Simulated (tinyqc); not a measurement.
Etch lag against aspect ratio: ion-assisted plasma etching: sheath, surface coverage, synergy and aspect-ratio dependence. Computed by tinyqc, a small Python program. Command: `OMP_NUM_THREADS=1 python tinyqc.py 3016013 3016014 out.jsonl etch walk`. One thread of a shared host (Intel(R) Xeon(R) Processor @ 2.30GHz), about 0.08 s of CPU time with the checks.

Radicals adsorb on bare sites; ions remove covered sites with a high yield and bare sites by sputtering; a slow spontaneous reaction acts everywhere, walls included.

Inputs (values chosen for the exercise, close to those used for silicon in a halogen plasma):

| quantity | value | unit |
|---|---|---|
| plasma density n_e | 5.8e+09 | 1/cm^3 |
| electron temperature T_e | 3.3 | eV |
| ion mass M_i | 80 | u |
| sheath voltage V | 45 | V |
| radical density n | 2e+13 | 1/cm^3 |
| radical mass M_n | 80 | u |
| gas temperature T_g | 400 | K |
| sticking coefficient s | 0.66 | - |
| radicals per removed unit x | 3 | - |
| yield slope b | 0.3 | eV^(-1/2) |
| threshold E_th | 27 | eV |
| sputter slope b_p | 0.025 | eV^(-1/2) |
| sputter threshold E_p | 30 | eV |
| spontaneous reaction probability k_c | 0.00023 | - |
| solid density N | 5e+22 | 1/cm^3 |
| ion temperature T_i | 0.24 | eV |

Feature: long trench.

Constants: e = 1.602176634e-19 C; u = 1.6605390666e-27 kg; k_B = 1.380649e-23 J/K; eps_0 = 8.8541878128e-12 F/m.

Method:
- Bohm speed u_B = sqrt(e T_e/M_i); ion flux G_i = 0.61 n_e u_B; radical flux G_n = n c/4 with c = sqrt(8 k_B T_g/(pi M_n)).
- Debye length lambda_D = sqrt(eps_0 T_e/(e n_s)) with n_s = 0.61 n_e, T_e in volts; Child-law sheath d = (sqrt2/3) lambda_D (2 V/T_e)^(3/4); ion energy E = V + T_e/2; angular spread = arctan(sqrt(T_i/E)).
- Yields: Y = b (sqrt(E) - sqrt(E_th)) on covered sites, Y_p = b_p (sqrt(E) - sqrt(E_p)) on bare ones (zero below threshold).
- Steady coverage: s G_n (1 - theta) = x Y G_i theta; removal flux = Y G_i theta + Y_p G_i (1 - theta) + k_c G_n; rate = flux/N, 1 cm/s = 6e8 nm/min.
- Lateral rate = k_c G_n/N; anisotropy = 1 - lateral/vertical; synergy = vertical/(ions alone + radicals alone), with ions alone Y_p G_i/N and radicals alone the lateral rate.
- Transmission of a long trench, rough form: K = (1 + ln(1 + A))/(1 + A + ln(1 + A)), walls that scatter diffusely without loss. With a loss probability S = s (1 - theta) at the floor, G_b/G_n = K/(K + S - K S); theta follows G_b, and the two are solved together. Ions are taken to reach the floor unshadowed; G_b replaces G_n in every term of the rate; A is depth over width.

yield Y = 0.490178

sputter yield Y_p = 0.0338214

ion flux G_i = 7.05831e+14 1/(cm^2 s)

radical flux G_n = 1.62683e+17 1/(cm^2 s)

vertical rate = 4.56379 nm/min

coverage theta = 0.990426

Floor of the feature:

| A | K | G_b/G_n | theta | rate (nm/min) | relative rate |
|---|---|---|---|---|---|
| 0.5 | 0.73760 | 0.99775 | 0.99040 | 4.5627 | 0.99976 |
| 1.0 | 0.62869 | 0.99627 | 0.99039 | 4.5620 | 0.99960 |
| 2.0 | 0.51203 | 0.99398 | 0.99037 | 4.5609 | 0.99936 |
| 5.0 | 0.35830 | 0.98868 | 0.99032 | 4.5583 | 0.99879 |
| 10.0 | 0.25361 | 0.98141 | 0.99025 | 4.5547 | 0.99802 |
| 20.0 | 0.16821 | 0.96876 | 0.99012 | 4.5486 | 0.99667 |
| 50.0 | 0.08978 | 0.93598 | 0.98978 | 4.5325 | 0.99315 |
| 100.0 | 0.05317 | 0.88760 | 0.98923 | 4.5087 | 0.98793 |

What does the comparison show, and why?

K falls by a factor 13.9 over the rows and the rate by 1.01. Among these rows the rate stays within 10 % of the open-field value up to A = 100, as near saturation the coverage changes little when G_b falls. Caution: rows with A above about 1/(2 tan(ion spread)) or 1/sqrt(k_c), often 10 to 30, are formal: ion shadowing, radical loss on the walls, redeposition of sputtered material and, in fluorocarbon plasmas, polymer growth are left out and add to the lag.
